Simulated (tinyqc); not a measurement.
Inside a calculation. Method: coherent transport through a tight-binding region between two chains. One step of it, computed by the program tinyqc.

Question. Transmission at E = 0.89 eV. Surface Green function g = (E - i sqrt(4 t^2 - E^2)) / (2 t^2); self-energy tc^2 g on each contact site; G = (E - H - Sigma)^(-1); Gamma = -2 Im Sigma; T = Gamma_L Gamma_R |G_LR|^2; local density of states -Im G_ii / pi.

H of the central region (eV):
```
           1          2          3          4
1   0.000000  -2.030000   0.000000   0.000000
2  -2.030000   0.000000  -2.030000   0.000000
3   0.000000  -2.030000   0.000000  -1.220000
4   0.000000   0.000000  -1.220000   0.000000
```

Leads: semi-infinite chains with site energy 0:
```
parameter                           value
lead hopping t (eV)              2.450000
coupling to the left lead (eV)   0.290000
coupling to the right lead (eV)  1.310000
left contact site                       1
right contact site                      4
```

E = 0.890000 eV

Give: g; G; local density of states; transmission.

Answer.

g = 0.0741-0.4014i 1/eV

G (1/eV):
```
                 1                2                3                4
1   0.4898-0.8249i   0.2656+0.3510i  -0.6063+0.6710i   0.0003-1.0736i
2   0.2656+0.3510i  -0.1098-0.1572i   0.2751-0.2821i  -0.0180+0.4674i
3  -0.6063+0.6710i   0.2751-0.2821i   0.4857-0.5474i   0.0076+0.8687i
4   0.0003-1.0736i  -0.0180+0.4674i   0.0076+0.8687i   0.0244-1.4114i
```

local density of states (1/eV): 0.2626  0.0500  0.1742  0.4493

transmission = 0.1072
